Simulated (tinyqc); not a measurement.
# Energy and pressure along a compression

Model: pair-potential crystal by lattice sums. Computed by tinyqc, a small Python program. Command: `OMP_NUM_THREADS=1 python tinyqc.py 3019857 3019858 out.jsonl pairsum sweep`. One thread of a shared host (Intel(R) Xeon(R) Processor @ 2.30GHz), about 0.02 s of CPU time with the checks.

Energy per atom E = (1/2) sum over neighbours of phi(r); d is the nearest-neighbour distance.

Inputs (values chosen for the exercise, for model atoms):
```
quantity               value      unit
well depth eps         0.611        eV
pair minimum r0         2.53  angstrom
cut-off r_c/r0           1.7         -
repulsive exponent n       8         -
attractive exponent m      5         -
```

Potential: Mie n-m. Structure: sc.

Constants: 1 eV/angstrom^3 = 160.2176634 GPa.

Method:
- phi0(r) = eps [m (r0/r)^n - n (r0/r)^m]/(n - m); shifted-force cut-off: phi(r) = phi0(r) - phi0(r_c) - (r - r_c) phi0'(r_c) for r < r_c, zero beyond.
- Shells (distance in units of d, count): fcc 1.0000 (12), 1.4142 (6), 1.7321 (24), 2.0000 (12), 2.2361 (24), 2.4495 (8), 2.6458 (48), 2.8284 (6), 3.0000 (36), 3.1623 (24); hcp 1.0000 (12), 1.4142 (6), 1.6330 (2), 1.7321 (18), 1.9149 (12), 2.0000 (6), 2.2361 (12), 2.3805 (12), 2.4495 (6), 2.5166 (6), 2.5820 (12), 2.6458 (24), 2.7080 (6), 2.8868 (12), 3.0000 (12), 3.1091 (24), 3.1623 (12); bcc 1.0000 (8), 1.1547 (6), 1.6330 (12), 1.9149 (24), 2.0000 (8), 2.3094 (6), 2.5166 (24), 2.5820 (24), 2.8284 (24), 3.0000 (32); sc 1.0000 (6), 1.4142 (12), 1.7321 (8), 2.0000 (6), 2.2361 (24), 2.4495 (24), 2.8284 (12), 3.0000 (30), 3.1623 (24); diamond 1.0000 (4), 1.6330 (12), 1.9149 (12), 2.3094 (6), 2.5166 (12), 2.8284 (24), 3.0000 (16). Volumes per atom in d^3: fcc 0.70711, hcp 0.70711, bcc 0.76980, sc 1.00000, diamond 1.53960; hcp has the ideal c/a. Every shell inside the cut-off is summed.
- List each shell within the cut-off.
- E = (1/2) sum count x phi; P = -(1/(6 Omega)) sum count x r phi', Omega = 1.000000 d^3.

One run for each value:
```
trial neighbour distance d/r0  energy at the trial distance (eV/atom)  pressure at the trial distance (GPa)
0.880                                                         -0.7458                            7.3949e+01
0.907                                                         -1.0926                            3.5809e+01
0.935                                                         -1.2589                            1.2789e+01
0.963                                                         -1.3026                            6.4307e-02
0.990                                                         -1.2748                           -6.5671e+00
1.020                                                         -1.1940                           -1.0400e+01
1.050                                                         -1.0853                           -1.1590e+01
1.070                                                         -1.0062                           -1.1523e+01
1.100                                                         -0.8867                           -1.0698e+01
```

Over the rows, energy at the trial distance (eV/atom) goes from -0.746 through a minimum among these rows, -1.30 at 0.963, to -0.887; pressure at the trial distance (GPa) goes from 73.9 through a minimum among these rows, -11.6 at 1.05, to -10.7. The pressure changes sign between d/r0 = 0.963 and 0.990, where the energy has its minimum.

Extremes, crossings and ranges named in words are read from the listed rows.
